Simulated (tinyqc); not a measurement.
Donor in an ellipsoidal valley (Kohn-Luttinger variational method). Changing the transverse mass m_t. Computed by tinyqc, a small Python program. Command: `OMP_NUM_THREADS=1 python tinyqc.py 3018435 3018436 out.jsonl kohnlutt sweep`. One thread of a shared host (Intel(R) Xeon(R) Processor @ 2.30GHz), about 0.1 s of CPU time with the checks.

H = -(d^2/dx^2 + d^2/dy^2) - gamma d^2/dz^2 - 2/r in units built on m_t, with gamma = m_t/m_l and z along the valley axis. One valley; no valley-orbit or central-cell term.

Inputs (values chosen for the exercise, modelled on 3C-SiC): longitudinal mass m_l = 0.681 m_0; dielectric constant eps = 9.47.

Constants: Ry = 13.605693123 eV; a_0 = 0.529177210903 angstrom.

Method:
- Ry* = Ry m_t/eps^2, a* = a_0 eps/m_t, gamma = m_t/m_l.
- Trial function exp(-sqrt((x^2 + y^2)/a^2 + z^2/b^2)) with beta = b/a < 1: E = t/a^2 - u/a, t = (2 + gamma/beta^2)/3, u = 2 arcsin(sqrt(1 - beta^2))/sqrt(1 - beta^2); the best a is 2 t/u and E(beta) = -u^2/(4 t).
- Golden-section search on beta from 0.05 to 0.999, 60 steps.
- Gaussian basis: g = P exp(-al (x^2 + y^2) - be z^2) with P = 1 (s-like), z (2p0) or x (2p+-); al = 0.004 x 2.6^k, k = 0..11, and be/al = 1, gamma^(-1/2) or 1/gamma (36 functions); 1/r = (2/sqrt(pi)) int exp(-t^2 r^2) dt by 48 Gauss-Legendre points after t = sqrt(al_i + al_j) tan(theta); overlap eigenvalues below 1e-10 are dropped.

One run for each value; columns: (1) transverse mass m_t (m_0); (2) 1s binding energy, trial function (meV); (3) 2p0 binding energy (meV); (4) 2p+- binding energy (meV); (5) radius a of the 1s trial function (angstrom); (6) radius b of the 1s trial function (angstrom):
```
(1)       (2)     (3)     (4)     (5)     (6)
0.023   7.765   4.069   1.321  129.51  39.733
0.056  16.233   7.253   3.006   58.79  24.488
0.087  23.067   9.433   4.476   40.11  19.460
0.140  33.336  12.302   6.827   26.74  15.305
0.210  45.181  15.191   9.712   19.04  12.559
0.330  62.702  18.896  14.260   13.13  10.156
0.520  86.114  23.114  20.772    9.11   8.274
```

Give the missing row, transverse mass m_t (m_0) = 0.036.

Computed row; columns: (1) transverse mass m_t (m_0); (2) 1s binding energy, trial function (meV); (3) 2p0 binding energy (meV); (4) 2p+- binding energy (meV); (5) radius a of the 1s trial function (angstrom); (6) radius b of the 1s trial function (angstrom):
```
(1)       (2)    (3)    (4)    (5)     (6)
0.036  11.305  5.486  2.004  86.77  31.043
```

Interpolating between the two neighbouring rows (the first column on a logarithmic scale, the others too where they are positive) misses most in 2p0 binding energy (meV), by 0.77 %. Over the rows, 1s binding energy, trial function (meV) rises from 7.76 to 86.1 (exponent d ln y / d ln x 0.84 between the first rows and 0.70 between the last); 2p0 binding energy (meV) rises from 4.07 to 23.1 (exponent d ln y / d ln x 0.67 between the first rows and 0.44 between the last); 2p+- binding energy (meV) rises from 1.32 to 20.8 (exponent d ln y / d ln x 0.93 between the first rows and 0.83 between the last).

Caution (rows 0.520): a* is only a few bond lengths, so central-cell and valley-orbit terms are large.
